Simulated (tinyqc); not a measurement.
Admittance spectroscopy of a deep trap: effect of the bias.

Schottky contact on an n-type layer with shallow donors Nd (all ionised) and a donor-like deep trap, neutral when filled and positive when empty; depletion approximation. Traps within lam of the depletion edge stay filled. The traps at xt = W - lam, where the level crosses the Fermi level, follow a slow signal and not a fast one. w = 2 pi f.

Emission rate en = sn vth(T) Nc(T) exp(-Et/kB T) = sn g T^2 exp(-Et/kB T), g = vth Nc/(300 K)^2, as vth goes as T^0.5 and Nc as T^1.5 (degeneracy factor 1). lam = sqrt(2 eps0 eps_r (EF - ET)/(q Nd)), EF - ET = Et - (kB T/q) ln(Nc(T)/Nd), Nc(T) = Nc (T/300 K)^1.5. In the steady state at the band bending V, 2 eps0 eps_r V/q = Nd W^2 + Nt (W - lam)^2 (the second term only if W > lam). V = Vbi + Vr. C_HF = eps0 eps_r/W, C_LF = eps0 eps_r (Nd + Nt)/(Nd W + Nt xt). Inflection frequency w0 = 2 en [1 + Nt xt/(Nd W)]; C = C_HF + (C_LF - C_HF)/(1 + (w/w0)^2), G/w = (C_LF - C_HF)(w/w0)/(1 + (w/w0)^2).

Parameters, values chosen for the exercise; material values those of a made-up semiconductor: relative permittivity eps_r = 15.4; conduction-band density of states at 300 K Nc = 1.32e19 cm^-3; thermal velocity at 300 K vth = 3.7e7 cm/s; shallow donor density Nd = 9.4e14 cm^-3; built-in voltage Vbi = 0.29 V; depth of the trap below the conduction edge Et = 0.1 eV; capture cross-section sn = 5.5e-17 cm^2; trap density Nt = 9.3e14 cm^-3; temperature T = 96 K.

Constants: q = 1.602176634e-19 C, kB = 1.380649e-23 J/K, eps0 = 8.8541878128e-14 F/cm where lengths are in cm. Results are converted to the units shown.

Results:

| Vr (V) | W (nm) | xt/W | C_HF (nF/cm^2) | step (nF/cm^2) | step (% of C_HF) |
|---|---|---|---|---|---|
| 0 | 623.5 | 0.5954 | 21.87 | 5.508 | 25.19 |
| 0.9 | 1159 | 0.7823 | 11.77 | 1.429 | 12.14 |
| 1.7 | 1465 | 0.8279 | 9.305 | 0.8711 | 9.362 |
| 2.6 | 1742 | 0.8552 | 7.826 | 0.6071 | 7.758 |
| 3.4 | 1954 | 0.8709 | 6.979 | 0.4788 | 6.861 |
| 4.3 | 2166 | 0.8835 | 6.297 | 0.3872 | 6.149 |
| 6 | 2515 | 0.8997 | 5.422 | 0.2846 | 5.250 |

Estimate the missing row, Vr = 5.1 V.

Computed row:

| Vr (V) | W (nm) | xt/W | C_HF (nF/cm^2) | step (nF/cm^2) | step (% of C_HF) |
|---|---|---|---|---|---|
| 5.1 | 2337 | 0.8921 | 5.835 | 0.3310 | 5.673 |

With this row back in the table: xt/W rises from 0.595 to 0.900 since lam stays at 252 nm, and the relative step falls from 25.2 to 5.25 %: the nearer xt lies to W in proportion, the less the traps add. In every row T is below 110 K, where shallow donors begin to freeze out; the model keeps them ionised.

Computed by the program tinyqc: `OMP_NUM_THREADS=1 python tinyqc.py 2050092 2050093 out.jsonl`, one thread of a shared Intel Xeon 2.30GHz, about 0.01 s for the whole run.
